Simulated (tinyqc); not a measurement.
Gap and mesh density: special k points of the hexagonal lattice.

Lattice vectors in units of a: a1 = (1, 0), a2 = (-1/2, sqrt(3)/2); reciprocal vectors b_i with a_i . b_j = 2 pi delta_ij. Mesh: k = sum_i f_i b_i with f_i = (2 j_i + shift)/(2 N), j_i = 0 .. N-1. The point group of the lattice has 12 operations; only those that map the mesh onto itself are used.

A_m(k) = sum over the m-th star of lattice vectors R of cos(k . R), stars in order of length: m = 1: |R|^2 = 1, 6 vectors, such as (1, 1) in the basis a_i; m = 2: |R|^2 = 3, 6 vectors, such as (2, 1) in the basis a_i; m = 3: |R|^2 = 4, 6 vectors, such as (2, 2) in the basis a_i; m = 4: |R|^2 = 7, 12 vectors, such as (3, 2) in the basis a_i; m = 5: |R|^2 = 9, 6 vectors, such as (3, 3) in the basis a_i; m = 6: |R|^2 = 12, 6 vectors, such as (4, 2) in the basis a_i. The zone mean of every A_m is zero.

Test function, the lower band of a two-band insulator: E(k) = -sqrt(D^2 + (e0 - t A_1(k))^2).
Values chosen for the exercise: t = 0.48 eV (coupling); e0 = 1.55 eV (offset).

D takes the values listed; errors against the unshifted mesh with N = 192, for unshifted meshes.

Errors (meV):
```
D (eV)  reference (eV)     N = 2   N = 4   N = 6  N = 8
0.2            -1.7563  -468.430  22.249  -8.711  0.446
0.8            -1.9705  -393.365  18.836  -2.564  0.351
1.5            -2.3833  -310.898   8.798  -0.637  0.059
2.5            -3.1359  -229.039   2.903  -0.095  0.004
4.0            -4.4367  -158.813   0.761  -0.009  0.000
```

Give the missing row, D (eV) = 0.4.

Computed row:
```
D (eV)  reference (eV)     N = 2   N = 4   N = 6  N = 8
0.4            -1.8076  -445.859  23.809  -5.591  0.624
```

The first listed N from which the error stays below 0.5 meV is 8 for D = 0.2, none for D = 0.4, 8 for D = 0.8, 8 for D = 1.5, 6 for D = 2.5, 6 for D = 4 eV. A larger D makes the function smoother, so its Fourier coefficients fall faster with |R|.

tinyqc: `OMP_NUM_THREADS=1 python tinyqc.py 1650169 1650170 out.jsonl`; about 0.08 s, one thread, shared Intel(R) Xeon(R) Processor @ 2.30GHz.
